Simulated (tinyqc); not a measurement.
Inside a calculation. Method: CIS on RHF in the sto-3g basis, frozen core, for BeH+, spin multiplicity 1. One step of it, computed by the program tinyqc.

Problem. Iteration 1: building the Fock matrix. J_ij = sum D_kl (ij|kl), K_ij = sum D_kl (ik|jl); F = H + J - 0.5 K; E = tr D H + tr D J / 2 - 0.25 tr D K + E_nn.

D at the start, lower triangle:
```
            1Be 1s    1Be 2s   1Be 2px   1Be 2py   1Be 2pz     2H 1s
1Be 1s    1.979567
1Be 2s    0.007358  0.255689
1Be 2px   0.000000  0.000000  0.000000
1Be 2py   0.000000  0.000000  0.000000  0.000000
1Be 2pz  -0.125266  0.358390  0.000000  0.000000  0.511630
2H 1s    -0.157714  0.365098  0.000000  0.000000  0.523268  0.535620
```

core Hamiltonian H = T + V (hartree), lower triangle:
```
            1Be 1s     1Be 2s    1Be 2px    1Be 2py    1Be 2pz      2H 1s
1Be 1s   -8.197440
1Be 2s   -2.017982  -2.422369
1Be 2px   0.000000   0.000000  -1.925038
1Be 2py   0.000000   0.000000   0.000000  -1.925038
1Be 2pz  -0.012594  -0.118598   0.000000   0.000000  -2.012946
2H 1s    -0.309563  -0.857659   0.000000   0.000000  -0.964501  -1.784453
```

Two-electron integrals (ij|kl) in chemists' order, unique and non-zero (hartree):
```
(11|11) 2.298831   (21|11) 0.392036   (21|21) 0.079539   (22|11) 0.570988
(22|21) 0.143041   (22|22) 0.417683   (31|31) 0.014607   (32|31) 0.021888
(32|32) 0.092265   (33|11) 0.569578   (33|21) 0.143083   (33|22) 0.417589
(33|33) 0.449859   (41|41) 0.014607   (42|41) 0.021888   (42|42) 0.092265
(43|43) 0.024249   (44|11) 0.569578   (44|21) 0.143083   (44|22) 0.417589
(44|33) 0.401360   (44|44) 0.449859   (51|51) 0.014607   (52|51) 0.021888
(52|52) 0.092265   (53|53) 0.024249   (54|54) 0.024249   (55|11) 0.569578
(55|21) 0.143083   (55|22) 0.417589   (55|33) 0.401360   (55|44) 0.401360
(55|55) 0.449859   (61|11) 0.058294   (61|21) 0.011820   (61|22) 0.021446
(61|33) 0.021301   (61|44) 0.021301   (61|51) 0.001040   (61|52) 0.001969
(61|55) 0.021747   (61|61) 0.001841   (62|11) 0.159383   (62|21) 0.040609
(62|22) 0.131619   (62|33) 0.126419   (62|44) 0.126419   (62|51) 0.005274
(62|52) 0.034044   (62|55) 0.141897   (62|61) 0.006677   (62|62) 0.065136
(63|31) 0.003482   (63|32) 0.016878   (63|53) 0.005693   (63|63) 0.005502
(64|41) 0.003482   (64|42) 0.016878   (64|54) 0.005693   (64|64) 0.005502
(65|11) 0.177991   (65|21) 0.045856   (65|22) 0.155590   (65|33) 0.146420
(65|44) 0.146420   (65|51) 0.008463   (65|52) 0.052608   (65|55) 0.173771
(65|61) 0.007828   (65|62) 0.087021   (65|65) 0.119250   (66|11) 0.329288
(66|21) 0.085312   (66|22) 0.311042   (66|33) 0.289022   (66|44) 0.289022
(66|51) 0.012159   (66|52) 0.103938   (66|55) 0.354783   (66|61) 0.014279
(66|62) 0.200823   (66|65) 0.283269   (66|66) 0.774606
```

nuclear repulsion = 1.32129141 hartree

Give: Coulomb J; exchange K; Fock matrix F; total energy of this density.

Solution.

Coulomb J (hartree), lower triangle:
```
         1Be 1s  1Be 2s  1Be 2px  1Be 2py  1Be 2pz   2H 1s
1Be 1s   5.4545
1Be 2s   1.0066  1.8716
1Be 2px  0.0000  0.0000   1.8354
1Be 2py  0.0000  0.0000   0.0000   1.8354
1Be 2pz  0.0309  0.1956   0.0000   0.0000   1.9352
2H 1s    0.1535  0.6895   0.0000   0.0000   0.8549  1.8391
```

exchange K (hartree), lower triangle:
```
          1Be 1s  1Be 2s  1Be 2px  1Be 2py  1Be 2pz   2H 1s
1Be 1s    4.5766
1Be 2s    0.8316  0.4674
1Be 2px   0.0000  0.0000   0.0854
1Be 2py   0.0000  0.0000   0.0000   0.0854
1Be 2pz  -0.0048  0.3716   0.0000   0.0000   0.5645
2H 1s     0.1267  0.4767   0.0000   0.0000   0.6320  0.9953
```

Fock matrix F (hartree), lower triangle:
```
          1Be 1s   1Be 2s  1Be 2px  1Be 2py  1Be 2pz    2H 1s
1Be 1s   -5.0312
1Be 2s   -1.4272  -0.7844
1Be 2px   0.0000   0.0000  -0.1323
1Be 2py   0.0000   0.0000   0.0000  -0.1323
1Be 2pz   0.0207  -0.1088   0.0000   0.0000  -0.3600
2H 1s    -0.2195  -0.4065   0.0000   0.0000  -0.4256  -0.4430
```

total energy of this density = -14.599130 hartree
